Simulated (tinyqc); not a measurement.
Pariser-Parr-Pople SCF with singles CI, for the molecule NC1=C2C=CC(F)=C2C=C1 (SMILES; centres numbered as the heavy atoms are written), step by step. Computed by tinyqc, a small Python program that keeps every step. Settings: charge = 0, gamma = MN, start = core, damping = 0.3, iteration cap = 76, excitations kept = 9. Command: `OMP_NUM_THREADS=1 python tinyqc.py 28676 28677 out.jsonl` (the two numbers bound the seeds that draw the settings). One thread of a shared host (Intel(R) Xeon(R) Processor @ 2.60GHz), about 0.01 s of CPU time with the checks.

Centres (angstrom, eV; a flat drawing with bonds scaled to 1.40 angstrom):
```
centre         x         y  core charge z         W  gamma_rr
1N       2.90700   0.85600              2  25.60000  16.80000
2C       1.74700   0.07300              1  11.16000  11.13000
3C       0.43100   0.55200              1  11.16000  11.13000
4C      -0.35200   1.71200              1  11.16000  11.13000
5C      -1.69800   1.32600              1  11.16000  11.13000
6C      -1.74700  -0.07300              1  11.16000  11.13000
7F      -2.90700  -0.85600              2  39.00000  21.40000
8C      -0.43100  -0.55200              1  11.16000  11.13000
9C       0.35200  -1.71200              1  11.16000  11.13000
10C      1.69800  -1.32600              1  11.16000  11.13000
```

Resonance integrals (eV):
```
i    j      beta
1    2  -2.24000
2    3  -2.39000
3    4  -2.39000
4    5  -2.39000
5    6  -2.39000
6    7  -2.10000
6    8  -2.39000
8    9  -2.39000
9   10  -2.39000
10   2  -2.39000
8    3  -2.39000
```

Stop when output and input P, before any damping, agree to 1e-7.

Course of the cycle:
```
iteration        E (eV)  largest |P(out) - P(in)|
1          -184.5097630                  7.27e-01
2          -191.4001733                  1.85e-01
3          -193.5481335                  5.64e-02
4          -194.2448690                  4.13e-02
5          -194.4876249                  3.27e-02
6          -194.5844396                  2.68e-02
7          -194.6313730                  2.26e-02
8          -194.6591161                  1.94e-02
9          -194.6780200                  1.71e-02
10         -194.6919589                  1.51e-02
11         -194.7026398                  1.34e-02
...                 ...                       ...
66         -194.7427449                  2.17e-05
67         -194.7427450                  1.93e-05
68         -194.7427450                  1.71e-05
69         -194.7427450                  1.52e-05
70         -194.7427450                  1.35e-05
71         -194.7427450                  1.20e-05
72         -194.7427450                  1.07e-05
73         -194.7427450                  9.48e-06
74         -194.7427450                  8.43e-06
75         -194.7427450                  7.49e-06
76         -194.7427450                  6.65e-06
```

Can the last value be used, and what does the course show?

Not by the stop rule, although the second column moves by less than 1e-07 over the last three steps. Not converged within 76 iterations: the residual falls steadily but slowly, by a factor of about 0.89 a step. Reruns (cap 100 unless said): damping 0.5: not converged; damping 0: converged in 77 (E = -194.74275); the original settings with a cap of 400: converged in 112 (E = -194.74275).
